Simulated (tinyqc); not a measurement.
Dielectric confinement in a thin film (image charges): one step. Self-energy across the film. Three cases, with inputs chosen for the exercise.

Task: S at 2z/t = 0, 0.2, 0.4, 0.6, 0.8 and 0.9, summed to n = 399.

A film |z| < t/2 of dielectric constant eps between half-spaces of dielectric constant e2; lam = (eps - e2)/(eps + e2), q = e^2/(4 pi eps0). The self-energy of a band edge is taken with the high-frequency value, e2 = eh, and the field of a fixed ion with the static one, e2 = eo. A charge at z has images lam^|n| at n t + (-1)^n z. Its self-energy is S(z) = (q/2 eps) sum over n >= 1 of lam^n [1/(n t - 2z) + 1/(n t + 2z)] for odd n and 2 lam^n/(n t) for even n; at the centre S(0) = -(q/(eps t)) ln(1 - lam).

Constants: e^2/(4 pi eps0) = 14.39964547 eV angstrom.

Case 1.

Values chosen (out of a larger set: near those of a Si (100) film, two-fold valleys, in vacuum; not measured data):
- t = 46 angstrom (film thickness)
- eps = 11.6 (dielectric constant of the film)
- eh = 1 (high-frequency dielectric constant outside)

Case 2.

Values chosen (out of a larger set: near those of an InGaAs film between layers of HfO2; not measured data):
- t = 22 angstrom (film thickness)
- eps = 13.5 (dielectric constant of the film)
- eh = 4.2 (high-frequency dielectric constant outside)

Case 3.

Values chosen (out of a larger set: near those of a Ge film between layers of Si3N4; not measured data):
- t = 38 angstrom (film thickness)
- eps = 16.4 (dielectric constant of the film)
- eh = 3.9 (high-frequency dielectric constant outside)

Give: Self-energy.

Result:

Case 1.

Self-energy:
```
2z/t  z (angstrom)  S (meV)
0.0            0.0    49.67
0.2            4.6    50.64
0.4            9.2    54.11
0.6           13.8    62.71
0.8           18.4    90.52
0.9           20.7   147.09
```

Case 2.

Self-energy:
```
2z/t  z (angstrom)  S (meV)
0.0            0.0    36.14
0.2            2.2    37.21
0.4            4.4    41.03
0.6            6.6    50.57
0.8            8.8    81.62
0.9            9.9   144.98
```

Case 3.

Self-energy:
```
2z/t  z (angstrom)  S (meV)
0.0            0.0    22.10
0.2            3.8    22.70
0.4            7.6    24.85
0.6           11.4    30.19
0.8           15.2    47.54
0.9           17.1    82.95
```

Towards the wall S diverges as (q lam/4 eps)/(distance), an artefact of the abrupt interface that the vanishing envelope makes harmless.

Computed by tinyqc, one run a case: `OMP_NUM_THREADS=1 python tinyqc.py N N+1 out.jsonl` with N = 1281754, 1281806, 1281921; one thread of a shared Intel(R) Xeon(R) Processor @ 2.30GHz, about 0.1 s a run at most.
